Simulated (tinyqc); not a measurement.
Length of a polyene: Hueckel, PPP and singles CI along the polyenes. Computed by the program tinyqc. Hueckel uses the same beta without repulsion; CIS keeps all single excitations and so misses the low, doubly excited 2Ag state. W is the valence ionisation energy of a centre, MN the Mataga-Nishimoto formula, f the oscillator strength.

All-trans chains of carbon centres 1.40 angstrom apart:
```
parameter                               value
beta (eV), times 1 +/- alternation  -2.470000
alternation                                 0
W (eV)                              11.160000
gamma_rr (eV)                        9.990000
repulsion formula                          MN
```

Gaps and excitations (eV):
```
centres  Hueckel gap  PPP orbital gap  bright singlet (CIS)      f  lowest triplet (CIS)
2              4.940           10.008                 7.401  0.635                 2.479
4              3.053            7.509                 5.175  1.116                 1.429
6              2.199            6.237                 4.088  1.613                 0.949
8              1.716            5.457                 3.436  2.101                 0.681
10             1.406            4.926                 2.994  2.569                 0.513
12             1.191            4.540                 2.673  3.014                 0.398
```

What does the comparison show, and why?

The Hueckel gap tends to 4 x alternation x |beta| = 0.00 eV for long chains (zero without alternation, falling as 1/N). Exchange opens the PPP orbital gap, and the attraction of electron and hole brings the bright state 1.87 eV below it at 12 centres; the triplet lies 2.28 eV lower still.
